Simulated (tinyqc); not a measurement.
What each change does: thin (001) film in sp3s* tight binding with raised dangling bonds.

Planes alternate anion (a), cation (c) along [001], a/4 apart, starting with an anion; zero in-plane momentum; levels counted from the bulk Ev, the lower root of [[Epa, Vxx], [Vxx, Epc]]; no spin-orbit coupling. Block of s, pz, s*: from an anion to the cation above, Vss/2 (s,s), Vsapc/2 (s,z), -Vscpa/2 (z,s), Vxx/2 (z,z), Vxapc/2 (s*,z), -Vpaxc/2 (z,s*); to the cation below the same with the s-z and s*-z signs reversed. Block of u = (px + py)/sqrt2 and v = (px - py)/sqrt2: to the cation above (Vxx + Vxy)/2 for u and (Vxx - Vxy)/2 for v, to the cation below the reverse. Each surface atom has two dangling sp3 hybrids; raising both by dl adds (dl/2) [[1, t], [t, 1]] to its s, pz levels (t = -1 at the bottom face, +1 at the top) and dl to the one of u, v in whose plane the missing bonds lie (v for a bottom anion or a top cation, u for a top anion).

Inputs chosen for the exercise (out of a larger set: near a published set for Ge, fitted to gaps, whose masses and valley positions are rough; the L valleys, lowest in Ge, lie off zero in-plane momentum and are not seen; not measured data): p = (-5.874, 1.615, -5.874, 1.615, 6.381, 6.381, -6.783, 1.611, 4.882, 5.45, 5.45, 5.21, 5.21) eV (order Esa, Epa, Esc, Epc, Exa, Exc, Vss, Vxx, Vxy, Vsapc, Vscpa, Vxapc, Vpaxc); Nw = 20 (planes in the thicker film); dp = 30 eV (value of dl for the passivated films).

edges (eV): Gamma 0.90500, Delta 0.78477

A film of Nw planes with shift dp: highest level below mid-gap (half the lower bulk edge) and the two lowest above.

Results for these values:

| case | Ev1 (eV) | Ec1 (eV) | Ec2 (eV) |
|---|---|---|---|
| base | -0.1095 | 0.8296 | 0.8328 |

What happens to each result for Nw = 21, all else kept?

Answer: Ev1 falls from -0.1095 to -0.1112; Ec1 falls from 0.8296 to 0.8271; Ec2 falls from 0.8328 to 0.8273.

The same for each parameter in turn:

| case | Ev1 (eV) | Ec1 (eV) | Ec2 (eV) |
|---|---|---|---|
| base | -0.1095 | 0.8296 | 0.8328 |
| Nw = 21 | -0.1112 | 0.8271 | 0.8273 |
| dp = 60 eV | -0.1095 | 0.8297 | 0.8328 |

An odd change of Nw also changes which atoms end the film, so levels need not move as thickness alone would move them; the row for dp shows how far the passivation is from converged.

(tinyqc, `OMP_NUM_THREADS=1 python tinyqc.py 1451544 1451545 out.jsonl`, Intel(R) Xeon(R) Processor @ 2.30GHz, 1 thread, shared host, about 0.3 s.)
